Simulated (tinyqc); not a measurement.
What moves the results: Bethe-Salpeter matrix of a two-band chain (Tamm-Dancoff form). A value that a table varies takes the place of the one given here.

One valence and one conduction band, lattice period 1, mesh k = 2 pi j/N. Pair energies D(k) = Eg + 2 t sum(1 - cos k), t = tc + tv. Screened attraction W(R) = U at R = 0 and V/|R| otherwise, R over the N cells with the nearest image; W(q) = sum_R W(R) cos(q R). H(k, k') = D(k) delta - W(k - k')/Nk + 2 J/Nk for singlets (J = 0 for triplets), Nk the number of k points. With a constant transition dipole the strength of a state is f = (sum_k A_k)^2/Nk, and the f sum to 1.

Inputs chosen for the exercise: Eg = 5.6 eV (quasiparticle gap); tc = 0.17 eV (conduction hopping); tv = 0.59 eV (valence hopping); U = 1.13 eV (attraction in the same cell); V = 0.57 eV (attraction at one cell distance); J = 0.25 eV (exchange in the same cell); fs = (0.2, 0.4, 0.7, 1, 1.4, 2, 2.6) (scale factors of U and V).

## Convergence with the k mesh

Lowest triplet and singlet, and f of the singlet, against N.

Results:
```
N    Eg - E triplet (eV)  Eg - E singlet (eV)  f singlet
4                 0.7030               0.5239     0.2962
6                 0.6321               0.4583     0.2701
8                 0.6108               0.4290     0.2795
12                0.6044               0.4145     0.2975
20                0.6041               0.4130     0.3014
40                0.6041               0.4130     0.3014
100               0.6041               0.4130     0.3014
```

What can be read from the table?

The coarsest mesh misjudges the singlet binding by +0.1108 eV against the finest: a mesh of N points along an axis repeats the pair every N cells. The triplet is within 1 meV of the last row from N = 12 on. The singlet is within 1 meV of the last row from N = 20 on. The more tightly bound triplet is the smaller object in R, so it needs no more points than the singlet.

## Strength of the attraction

Triplets, N = 100; U and V scaled together, as weaker screening would do. f is the weight at R = 0. For V = 0 the infinite chain has binding sqrt(4 t^2 + U^2) - 2t and f = U/sqrt(4 t^2 + U^2), t = tc + tv.

Results:
```
scale   U/t  binding (eV)      f  Eg - second level (eV)  contact formula (eV)
0.20   0.30        0.0674  0.184                  0.0041                0.0167
0.40   0.59        0.1775  0.279                  0.0170                0.0658
0.70   1.04        0.3777  0.383                  0.0515                0.1935
1.0    1.49        0.6041  0.465                  0.1034                0.3740
1.4    2.08        0.9336  0.554                  0.1967                0.6739
2.0    2.97        1.4693  0.657                  0.3800                1.2036
2.6    3.87        2.0400  0.732                  0.6029                1.7879
```

What does this show?

The binding grows with exponent 1.40 between scales 0.2 and 0.4 and 1.25 over the last two rows (below 2 for a wide pair in a chain, where 1/|R| brings logarithms, 1 for a pair held in one cell). f rises from 0.184 to 0.732. On this mesh a second level lies below the gap from scale 0.2 on; in an infinite lattice the tail V/|R| binds a whole series at any scale. The tail V/|R| adds 0.252 eV to the contact value in the last row and 0.051 eV in the first.

## Exciton band

Triplets, solved in the electron-hole distance R on a ring of 60 cells, total momentum Q: D = Eg + 2 tc (1 - cos(k + Q/2)) + 2 tv (1 - cos(k - Q/2)), so the hopping in R has size |t(Q)| = sqrt(tc^2 + tv^2 + 2 tc tv cos Q) and the continuum starts at Eg + 2 (tc + tv) - 2 |t(Q)|.

Results:
```
Q/pi   |t(Q)| (eV)  continuum edge (eV)  exciton (eV)  binding (eV)  weight at R = 0
0.000       0.7600               5.6000        4.9959        0.6041            0.465
0.167       0.7421               5.6358        5.0273        0.6084            0.471
0.333       0.6909               5.7383        5.1166        0.6217            0.489
0.500       0.6140               5.8920        5.2483        0.6437            0.520
0.667       0.5260               6.0680        5.3952        0.6728            0.563
0.833       0.4509               6.2183        5.5162        0.7020            0.607
1.000       0.4200               6.2800        5.5644        0.7156            0.627
```

How do the results move?

The exciton band is 0.5685 eV wide, against 0.6800 eV for the edge of the continuum: binding narrows it, since electron and hole must hop together. The binding grows from 0.604 to 0.716 eV as |t(Q)| falls. Between the first two rows the exciton rises 0.88 times as much as the edge, so it is heavier than the free pair.

## What each parameter does

N = 100: lowest singlet, its binding and f, and the singlet-triplet splitting. Each row changes one parameter from the base and keeps the others.

Results:
```
case          singlet (eV)  binding (eV)      f  splitting (eV)
base                5.1870        0.4130  0.301          0.1910
Eg = 5.8 eV         5.3870        0.4130  0.301          0.1910
tc = 0.22 eV        5.1929        0.4071  0.294          0.1853
tv = 0.35 eV        5.1529        0.4471  0.345          0.2279
U = 0.9 eV          5.2486        0.3514  0.236          0.1546
V = 0.67 eV         5.1307        0.4693  0.288          0.1818
J = 0.38 eV         5.2556        0.3444  0.229          0.2597
```

What does this show?

The largest shifts from the base row, up to three for each result and ties (the steps differ in size, so this ranks the rows, not the parameters). singlet (eV): Eg +0.2000, J +0.0686, U +0.0616. binding (eV): J -0.0686, U -0.0616, V +0.0563; unchanged at the printed digits by Eg. f: J -0.073, U -0.065, tv +0.044; unchanged at the printed digits by Eg. splitting (eV): J +0.0686, tv +0.0369, U -0.0365; unchanged at the printed digits by Eg. At zero total momentum only the sum tc + tv enters.

Run: tinyqc, `OMP_NUM_THREADS=1 python tinyqc.py 1282505 1282506 out.jsonl`; Intel(R) Xeon(R) Processor @ 2.30GHz, one thread, shared host; about 0.09 s of CPU time with all checks.
